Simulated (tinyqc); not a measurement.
Mass and g factor above the band edge: five-level k.p model folded onto the conduction band.

Second-order sums for the lowest conduction level at E: 1/m = 1 + Cm + (Ep/3)(2/E + 1/(E + Dso)) - (Ep2/3)(2/(E7 + D2 - E) + 1/(E7 - E)); g/2 = 1 + Cg - (Ep/3)(1/E - 1/(E + Dso)) - (Ep2/3)(1/(E7 - E) - 1/(E7 + D2 - E)). E is counted from the top of the valence band; E = Eg at the edge.

Inputs chosen for the exercise (near those of InP; the results hold for these values, not for the real material):
- Eg = 1.436 eV (gap at Gamma to the s-like level)
- Dso = 0.105 eV (spin-orbit splitting)
- Ep = 20.6 eV (Kane energy)
- E7 = 4.82 eV (upper Gamma7 conduction level, from the valence top)
- D2 = 0.08 eV (its spin-orbit splitting, Gamma8 above Gamma7)
- Ep2 = 5.6 eV (Kane energy to the upper levels)
- Cm = -0.9 (remote term in 1/m)
- Cg = -0.02 (remote term in g/2)

The sums are evaluated at E = Eg + dE, as is done for confined or hot electrons.

Results:
```
dE (meV)    m(E)   g(E)  m(E)/m(Eg)  1 + dE/Eg
0         0.0801  1.283      1.0000     1.0000
20        0.0814  1.300      1.0161     1.0139
50        0.0833  1.324      1.0405     1.0348
100       0.0866  1.361      1.0817     1.0696
150       0.0900  1.394      1.1236     1.1045
200       0.0934  1.425      1.1664     1.1393
300       0.1004  1.478      1.2546     1.2089
```

What can be read from this table?

Over 300 meV the mass grows by 25.5 %, against 20.9 % for two levels alone, and g moves from 1.283 to 1.478, towards the free value 2.

Program tinyqc; command `OMP_NUM_THREADS=1 python tinyqc.py 1080012 1080013 out.jsonl`; about 0.01 s on one thread of a shared Intel(R) Xeon(R) Processor @ 2.30GHz.
